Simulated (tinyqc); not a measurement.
# Thermoelectric coefficients with energy filtering, Landauer integrals: two studies

Bulk parabolic band, x = (E - Ec)/kB T, C = hbar^2/(2 m0), kB T in eV. Modes per area gv m kB T x/(4 pi C) times the back-scattering length l0 x^rr give the transport function s0 X(x), s0 = (2 q^2/h) gv m kB T l0/(4 pi C), X = x^(1 + rr), multiplied by tb for x < xb. I_k = int X (x - eta)^k w dx, w = 1/(4 cosh^2((x - eta)/2)).

Values chosen for this exercise:
```
symbol,value,unit,meaning
T,300,K,temperature
m,0.28,m0,mass of one valley
gv,1,,valleys
l0,8.9,nm,back-scattering length at x = 1
rr,0,,energy exponent of that length
kL,5.2,W/(m K),lattice thermal conductivity
eta,5.9,,reduced Fermi level (EF - Ec)/kB T
xb,4.4,,"barrier height over kB T, above Ec"
tb,0.2,,share of the transport function left below the barrier
```

Constants: q = 1.602176634e-19 C, kB = 1.380649e-23 J/K, hbar = 1.054571817e-34 J s, h = 6.62607015e-34 J s, m0 = 9.1093837015e-31 kg, Vt = kB T/q, hbar^2/(2 m0) = 0.0380998212 eV nm^2. Results are converted to the units shown.

Each table varies one quantity; the others keep the values above.

## Effect of the Fermi level

sigma = s0 I_0, S = -(kB/q) I_1/I_0, Lorenz number L = (kB/q)^2 [I_2/I_0 - (I_1/I_0)^2], kappa_e = L sigma T. Power factor S^2 sigma, ZT = S^2 sigma T/(kappa_e + kL). The integrals are converged.

Effect of the Fermi level:
```
eta,sigma (S/cm),S (uV/K),kappa_e (W/(m K)),power factor (mW/(m K^2)),ZT
-0.6,12.14,-315.8,0.01089,0.1210,0.006968
0.2,23.31,-270.4,0.02073,0.1704,0.009790
1,41.97,-236.3,0.03582,0.2345,0.01343
1.8,72.07,-210.7,0.05557,0.3199,0.01826
2.6,120.5,-186.6,0.07877,0.4197,0.02385
3.4,196.4,-158.5,0.1077,0.4932,0.02788
4.2,303.0,-126.5,0.1503,0.4851,0.02720
5,427.9,-96.14,0.2141,0.3955,0.02191
5.8,550.5,-72.07,0.2970,0.2860,0.01561
6.6,660.3,-55.41,0.3883,0.2027,0.01088
7.4,758.2,-44.62,0.4782,0.1509,0.007974
```

sigma rises from 12.1 to 758 S/cm, and S rises from -316 to -44.6 uV/K. Among the rows the power factor is largest at eta = 3.4 and ZT, 0.0279, at eta = 3.4, where S = -158 uV/K.

## Effect of the barrier height

Same model as above.

Effect of the barrier height:
```
xb,sigma (S/cm),S (uV/K),kappa_e (W/(m K)),power factor (mW/(m K^2)),ZT
1.9,613.8,-48.81,0.4040,0.1463,0.007830
2.9,607.8,-52.23,0.3825,0.1658,0.008909
3.9,587.0,-61.42,0.3386,0.2214,0.01199
4.9,531.4,-80.74,0.2748,0.3464,0.01898
5.9,426.9,-110.3,0.2160,0.5193,0.02877
6.9,304.0,-137.7,0.1899,0.5766,0.03209
7.9,212.2,-142.9,0.1877,0.4333,0.02413
8.9,162.3,-122.2,0.1779,0.2424,0.01352
9.9,139.4,-93.71,0.1535,0.1224,0.006862
```

Read the table: what changes, and by how much?

sigma falls from 614 to 139 S/cm, |S| goes from 48.8 through a maximum of 143 (at xb = 7.9 among the rows listed) to 93.7 uV/K, and the power factor goes from 0.146 through a maximum of 0.577 (at xb = 6.9 among the rows listed) to 0.122 mW/(m K^2). Without a barrier the power factor at this eta = 5.9 is 0.140; the best row is 4.12 times that. States below the Fermi level add to sigma but subtract from |S|, and the barrier removes them.

Range of the model: Parabolic bands, elastic scattering and a fixed kL make these model figures, not those of a material.

Computed by the program tinyqc: `OMP_NUM_THREADS=1 python tinyqc.py 2800044 2800045 out.jsonl`, one thread of a shared Intel Xeon 2.30GHz, about 0.02 s for the whole run.
